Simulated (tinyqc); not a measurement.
One anharmonic mode: perturbation theory, self-consistent phonons and exact levels. Changing the temperature T. Computed by tinyqc, a small Python program. Command: `OMP_NUM_THREADS=1 python tinyqc.py 3005199 3005200 out.jsonl scp sweep`. One thread of a shared host (Intel(R) Xeon(R) Processor @ 2.30GHz), about 0.05 s of CPU time with the checks.

V(x) = k x^2/2 + b x^4 for one coordinate x of mass M. A constant K > 0 gives hbar Omega = sqrt((hbar^2/u) K/M) with K in eV/angstrom^2 and M in u.

Inputs (values chosen for the exercise, for a model mode):
```
quantity             value           unit
mode mass M           14.2              u
harmonic constant k  -1.45  eV/angstrom^2
quartic constant b    29.3  eV/angstrom^4
mixing                0.15              -
```

Shape: double well.

Constants: hbar^2/u = 4.18015928e-03 eV angstrom^2; k_B = 8.617333262e-05 eV/K.

Method:
- Self-consistent phonon, centred at x = 0: K = k + 12 b <x^2>, <x^2> = (hbar Omega/(2K)) coth(hbar Omega/(2 k_B T)).
- Start at K = |k|; K(new) = K + mixing x (K_out - K), but at least K/20; stop when |K_out - K| < 1e-9 |k| or after 90 steps.
- Its free energy is F = k_B T ln[2 sinh(hbar Omega/(2 k_B T))] + (k - K)<x^2>/2 + 3 b <x^2>^2, an upper bound to the exact one.
- Basis: oscillator states n of the constant |k|, with x = s (a + a+), s^2 = hbar Omega/(2|k|); H = hbar Omega (n + 1/2) + (k - |k|) x^2/2 + b x^4, with exact matrix elements of x^2 and x^4.
- Exact values use 120 basis states: F = -k_B T ln sum exp(-E_n/(k_B T)), and <x^2> is the Boltzmann mean.

One run for each value; columns: (1) temperature T (K); (2) self-consistent quantum (meV); (3) self-consistent <x^2> (angstrom^2); (4) exact <x^2> (angstrom^2); (5) self-consistent free energy (meV); (6) exact free energy (meV):
```
(1)    (2)      (3)      (4)     (5)     (6)
15   19.17  0.00768  0.00870    4.41    3.82
22   19.18  0.00768  0.00870    4.41    3.82
33   19.20  0.00768  0.00873    4.40    3.82
49   19.38  0.00775  0.00891    4.36    3.74
73   20.01  0.00799  0.00942    4.12    3.37
110  21.34  0.00852  0.01036    3.23    2.20
160  23.13  0.00929  0.01154    1.12   -0.30
240  25.59  0.01045  0.01312   -3.89   -5.91
360  28.54  0.01199  0.01506  -14.15  -16.96
```

Over the rows, self-consistent quantum (meV) rises from 19.2 to 28.5; self-consistent <x^2> (angstrom^2) rises from 0.00768 to 0.0120; exact <x^2> (angstrom^2) rises from 0.00870 to 0.0151 (exponent d ln y / d ln x 5.2e-4 between the first rows and 0.34 between the last). At the low end the exponent of self-consistent quantum is 0.00, close to 0: zero-point motion sets the spread, or the mode is nearly harmonic. Heating widens the self-consistent distribution, and the quartic term then stiffens the mode: the way a soft mode is stabilised at high temperature.

Extremes, crossings and ranges named in words are read from the listed rows.
